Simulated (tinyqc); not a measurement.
A log to judge: velocity overshoot from momentum and energy balance equations after a field step. Computed by tinyqc. Command: `OMP_NUM_THREADS=1 python tinyqc.py 3010430 3010431 out.jsonl overshoot walk`. One thread of a shared host (Intel(R) Xeon(R) Processor @ 2.30GHz), about 0.03 s of CPU time with the checks.

At t = 0 the field jumps from 0 to F in a uniform sample. v is the drift velocity and u = w - (3/2) k_B T the excess energy per carrier.

Inputs (values chosen for the exercise, modelled on electrons in germanium except for tau_E):

| quantity | value | unit |
|---|---|---|
| effective mass m | 0.13 | m_0 |
| low-field mobility mu_0 | 4200 | cm^2/(V s) |
| saturation velocity v_s | 0.67 | 1e7 cm/s |
| energy relaxation time tau_E | 0.43 | ps |
| field after the step F | 19 | kV/cm |
| lattice temperature T | 300 | K |
| time step dt | 60 | fs |

Scheme: explicit Euler.

Constants: m_0 = 9.1093837015e-31 kg; e = 1.602176634e-19 C; k_B = 8.617333262e-05 eV/K.

Method:
- dv/dt = e F/m - v/tau_m(u), du/dt = e F v - u/tau_E, tau_m(u) = tau_0/(1 + c u), tau_0 = m mu_0/e, c = mu_0/(e tau_E v_s^2); this choice gives the steady state v (1 + mu_0 F v/v_s^2) = mu_0 F, which saturates at v_s. Steady velocity v = 2 mu_0 F/(1 + sqrt(1 + 4 (mu_0 F/v_s)^2)); u = e F v tau_E; carrier temperature T + 2u/(3 k_B), neglecting the drift energy m v^2/2.
- Step: v_new = v + dt (e F/m - v/tau_m(u)), u_new = u + dt (e F v - u/tau_E). Start v = u = 0; the distance adds dt (v + v_new)/2.
- Run to 8 times the larger of tau_E and tau_0, but at most 20001 steps, and stop early if |v| > 1000 v_s or u < -1/(2c); the run is accepted if the last v is within 0.5 % of the steady value.

Selected steps, the peak among them:

| step | t (fs) | v (1e7 cm/s) | u (eV) | distance (nm) |
|---|---|---|---|---|
| 1 | 60 | 1.54235e+00 | 0.000000 | 4.62705e+00 |
| 2 | 120 | 2.78660e+00 | 0.017583 | 1.76139e+01 |
| 3 | 180 | 1.72986e+00 | 0.046897 | 3.11633e+01 |
| 4 | 240 | -4.73775e-01 | 0.060073 | 3.49315e+01 |
| 5 | 300 | 2.35706e+00 | 0.046290 | 4.05814e+01 |
| 6 | 360 | -1.14464e+00 | 0.066701 | 4.42187e+01 |
| 8 | 480 | -2.51027e+00 | 0.081817 | 5.62324e+01 |
| 9 | 540 | 8.15447e+00 | 0.041783 | 7.31651e+01 |
| 12 | 720 | -2.50836e+01 | 0.378725 | 1.66274e+02 |
| 15 | 900 | 6.05845e+04 | -0.004654 | 1.82145e+05 |

Can the last value be used, and what does the course show?

No. The run fails. Linearised at the steady state the two equations have the rates -0.0376 and -0.0048 per fs; the explicit step is stable only for dt < 2 |Re|/|rate|^2 = 53.2 fs, against dt = 60 fs. Reruns converge with time step dt = 6.0; or with scheme = implicit in the damping.
